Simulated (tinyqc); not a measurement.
MOS structure on a p-type body, non-linear Poisson equation by Newton steps: one step of the calculation.

One dimension, insulator interface at x = 0, acceptor density Na, uniform, net doping C = -(acceptor density). psi is counted from the intrinsic level: n = ni exp((psi - Vb)/Vt), p = ni exp(-psi/Vt); deep in the body psi_b = -Vt ln(Na/ni). The gate acts through Cox = eps0 eox/tox and has the potential psi_G = Vg - (phiM - chi - Vt ln(Nc/ni)). Boltzmann statistics, full ionisation, classical densities, no oxide or interface charge.

Task. Scales and end potentials. ni = sqrt(Nc Nv) exp(-Eg/(2 Vt)), Eg in volts; Cox, psi_G and psi_b as defined.

Inputs (values chosen for the exercise); band and dielectric values those of a made-up semiconductor:
```
symbol,value,unit,meaning
T,300,K,temperature
Eg,1.42,eV,band gap
Nc,3.62e19,cm^-3,conduction-band density of states at T
Nv,3.02e19,cm^-3,valence-band density of states at T
chi,4.77,eV,electron affinity
Na,1.7e18,cm^-3,acceptor density deep in the body
eox,3.9,,relative permittivity of the gate insulator (close to silicon dioxide)
tox,12,nm,insulator thickness
phiM,5.16,eV,gate work function
Vg,3.85,V,gate voltage against the body
```

Constants: q = 1.602176634e-19 C, kB = 1.380649e-23 J/K, Vt = kB T/q, eps0 = 8.8541878128e-14 F/cm where lengths are in cm. Results are converted to the units shown.

Give: ni; Cox; psi_G; psi_b.

Result.

ni = 3.907e7 cm^-3
Cox = 0.2878 uF/cm^2
psi_G = 4.172 V
psi_b = -0.6333 V

Computed by the program tinyqc: `OMP_NUM_THREADS=1 python tinyqc.py 2080054 2080055 out.jsonl`, one thread of a shared Intel Xeon 2.30GHz, about 0.5 s for the whole run.
